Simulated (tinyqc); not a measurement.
Quantum against classical capture: non-radiative capture by multiphonon emission, one effective mode. Computed by tinyqc, a small Python program. Command: `OMP_NUM_THREADS=1 python tinyqc.py 3013932 3013933 out.jsonl capture walk`. One thread of a shared host (Intel(R) Xeon(R) Processor @ 2.30GHz), about 0.01 s of CPU time with the checks.

The initial state (free carrier plus empty centre) lies dE above the final state; both have the same frequency and are displaced by dQ.

Inputs (values chosen for the exercise, for a model semiconductor):
```
quantity                    value                   unit
energy released dE          0.877                     eV
phonon energy hbar omega     44.6                    meV
Huang-Rhys factor S          11.7                      -
electron-phonon coupling W  0.047  eV/(u^(1/2) angstrom)
cell volume V                2160             angstrom^3
degeneracy g                    4                      -
broadening b                   23                    meV
carrier mass m              0.607                    m_0
dielectric constant eps      11.6                      -
temperature T                 120                      K
```

Centre: attractive.

Constants: hbar^2/u = 4.18015928e-03 eV angstrom^2; k_B = 8.617333262e-05 eV/K; hbar = 6.582119569e-16 eV s; Ry = 13.605693123 eV.

Method:
- dQ = sqrt(2 S (hbar^2/u)/hbar omega); relaxation energy lambda = S hbar omega; phonons needed P = dE/hbar omega; classical barrier E_b = (dE - lambda)^2/(4 lambda); occupation n = 1/(exp(hbar omega/k_B T) - 1).
- M_p = sum_m w_m <m_i|Q|(m + p)_f>^2 with Q counted from the final minimum and Boltzmann weights w_m for m = 0..24; <m_i|Q|k_f> = sqrt((hbar^2/u)/(2 hbar omega)) [sqrt(k) <m|k-1> + sqrt(k+1) <m|k+1>], with overlaps of oscillators displaced by d = sqrt(2 S) summed on 1500 points from -16 to 16 + d.
- The delta function is a Gaussian of standard deviation b at dE - p hbar omega.
- C_0 = V (2 pi/hbar) g W^2 sum_p M_p Gaussian_p. Here the sum runs over all p.
- Classical (Marcus) form: replace the sum by Q_c^2 exp(-E_b/k_B T)/sqrt(4 pi lambda k_B T), Q_c = dQ (dE + lambda)/(2 lambda).
- Sommerfeld factor of an attractive centre: s(k) = 2 pi nu/(1 - exp(-2 pi nu)), nu = sqrt(Ry*/E), Ry* = Ry m/eps^2, averaged over (2/sqrt(pi)) sqrt(x) exp(-x) dx with x = E/k_B T = t^2 (trapezoid, t to 6 in steps of 0.01).
- The last column is -k_B d ln C_0/d(1/T) from this row and the one above.

dQ = 1.48094 u^(1/2) angstrom

lambda = 0.52182 eV

classical barrier E_b = 0.0604389 eV

Against temperature:
```
T (K)  C_0, quantum (cm^3/s)  C_0, classical (cm^3/s)  Sommerfeld factor  activation energy (eV)
41                1.5458e-07               1.7553e-13             29.549                       -
78                1.5515e-07               4.2541e-10             21.424              2.7402e-05
130               1.6283e-07               1.2021e-08             16.595              8.1198e-04
210               1.9446e-07               7.3857e-08             13.060              5.2205e-03
310               2.4996e-07               1.7853e-07             10.754              1.4084e-02
470               3.3496e-07               3.1321e-07              8.746              2.2970e-02
720               4.2106e-07               4.2486e-07              7.089              2.6684e-02
1100              4.7218e-07               4.8124e-07              5.773              2.0578e-02
```

What follows from these numbers?

At 41.0 K the quantum value is 880000 times the classical one: C_0 comes from tunnelling out of the lowest level and hardly depends on T. At 1100 K the ratio is 0.98. The largest apparent activation energy is 0.027 eV against the classical barrier of 0.060 eV, so an Arrhenius fit understates the barrier, through tunnelling and the broadening b at low T and the T^(-1/2) prefactor at high T. The measured coefficient is C = s C_0, and s changes by a factor 0.20 over these rows, so C changes by 0.60 where C_0 changes by 3.1.

Extremes, crossings and ranges named in words are read from the listed rows.
